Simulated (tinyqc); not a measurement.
Equal gaps, different models: fitting sp3s* parameters to three gaps by Newton steps.

sp3s* tight binding, nearest neighbours only: anion (a) at 0, cation (c) at a/4 (1,1,1), orbitals s, px, py, pz, s* on each; k in units of 2 pi/a. With phases e_j = exp(i (pi/2) k.n_j) for n = (1,1,1), (1,-1,-1), (-1,1,-1), (-1,-1,1): g0 = (e1+e2+e3+e4)/4, g1 = (e1+e2-e3-e4)/4, g2 = (e1-e2+e3-e4)/4, g3 = (e1-e2-e3+e4)/4. The diagonal holds the levels Esa, Epa, Exa (s*) and Esc, Epc, Exc. Anion-cation block: <sa|sc> = Vss g0; <sa|xc> = Vsapc g1; <xa|sc> = -Vscpa g1; <xa|xc> = Vxx g0; <xa|yc> = <ya|xc> = Vxy g3, <xa|zc> = <za|xc> = Vxy g2, <ya|zc> = <za|yc> = Vxy g1; <s*a|xc> = Vxapc g1; <xa|s*c> = -Vpaxc g1; y and z take g2 and g3 in place of g1; s-s* and s*-s* vanish.

Gaps are level 5 at Gamma, X = (1,0,0) and L = (1/2,1/2,1/2) less level 4 at Gamma; no spin-orbit coupling. Free parameters: Esc, Vxapc and Vpaxc. H is linear in them, so by Hellmann-Feynman J_ij = <u|dH/dp_j|u> for level 5 at point i less the same for level 4 at Gamma. Newton: p(new) = p + J^-1 (target - gaps); stop when all misses are below 1e-7 eV.

Constants: hbar^2/2m0 = 3.80998211 eV angstrom^2.

Parameters, chosen for this exercise (out of a larger set: near a published set for AlAs, fitted to gaps, whose masses and valley positions are rough; not measured data): p = (-7.544, 0.99, -1.17, 3.561, 7.528, 6.739, -6.707, 1.881, 4.282, 5.091, 5.516, 4.498, 5.003) eV (start, order Esa, Epa, Esc, Epc, Exa, Exc, Vss, Vxx, Vxy, Vsapc, Vscpa, Vxapc, Vpaxc); tg = (3.1776, 2.2633, 2.7242) eV (target gaps at Gamma, X, L); a = 5.657 angstrom (lattice constant).

The same three targets are met with other triples of free parameters (those for which Newton converges within 3 eV of the start). Not fitted: level 5 at K = (3/4,3/4,0) above Ev, the spacing of levels 6 and 5 at X, the depth of level 2 at X below Ev, the valence width at Gamma, and the mass c q^2/(E(q) - E(0)) of level 5 along [100], q = 0.002 (2 pi/a), c = hbar^2/2m0.

Unfitted results:
```
free parameters    largest change (eV)  K (eV)  X spacing (eV)  level 2 at X (eV)  valence width (eV)  mass (m0)
start                            0.000   2.367           0.378              6.547              11.780     0.2974
Vss, Vxapc, Vpaxc                0.280   2.318           0.583              6.453              11.886     0.3169
Esc, Vxapc, Vpaxc                0.148   2.319           0.438              6.515              11.738     0.3115
Vss, Vsapc, Vpaxc                0.581   2.318           0.753              6.359              11.886     0.3206
Esa, Vxapc, Vscpa                0.365   2.319           0.441              6.563              11.521     0.3145
Vss, Exa, Exc                    0.574   2.318           0.614              6.511              11.886     0.3169
Esc, Vsapc, Exc                  0.232   2.318           0.573              6.461              11.738     0.3152
```

What does the comparison show?

All fitted rows have the same three gaps, yet they spread by 1 meV at K, 315 meV in the X spacing, 204 meV in level 2 at X, 365 meV in the valence width and 2.9 % in the mass. The smallest change of parameters, 0.148 eV, is that of Esc, Vxapc, Vpaxc. A fit fixes what it was given and leaves the rest to the choice of free parameters.

tinyqc: `OMP_NUM_THREADS=1 python tinyqc.py 1480679 1480680 out.jsonl`; about 0.2 s, one thread, shared Intel(R) Xeon(R) Processor @ 2.30GHz.
